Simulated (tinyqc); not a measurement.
Anisotropic elasticity and sound waves of a cubic crystal: one step, computed by the program tinyqc. Command: `OMP_NUM_THREADS=1 python tinyqc.py 3015386 3015387 out.jsonl cubicelastic walk`. One thread of a shared host (Intel(R) Xeon(R) Processor @ 2.30GHz), about 0.01 s of CPU time with the checks.

Voigt order 1..6 = xx, yy, zz, yz, xz, xy, with engineering shear strains. The rotated frame has x' as named, z' along the wafer normal and y' = z' x x'.

Problem. Moduli along the axes of the frame. Invert C' to S'. E along x' = 1/S'11, along y' = 1/S'22; Poisson ratios nu(x'y') = -S'12/S'11 and nu(x'z') = -S'13/S'11; in-plane shear modulus 1/S'66.

Frame: (001) wafer, x' along [110].

C' (GPa), lower triangle (symmetric):
```
        1       2       3       4       5      6
1  324.15
2   77.95  324.15
3  154.40  154.40  247.70
4    0.00    0.00    0.00  123.10
5    0.00    0.00    0.00    0.00  123.10
6    0.00    0.00    0.00    0.00    0.00  46.65
```

Give: E along x'; E along y'; nu(x'y'); nu(x'z'); in-plane shear modulus.

Solution.

E along x' = 226.44 GPa

E along y' = 226.44 GPa

nu(x'y') = -0.080265

nu(x'z') = 0.67337

in-plane shear modulus = 46.650 GPa

E is the same along x' and y'. At least one Poisson ratio is negative: pulled along x', the crystal widens in that direction.
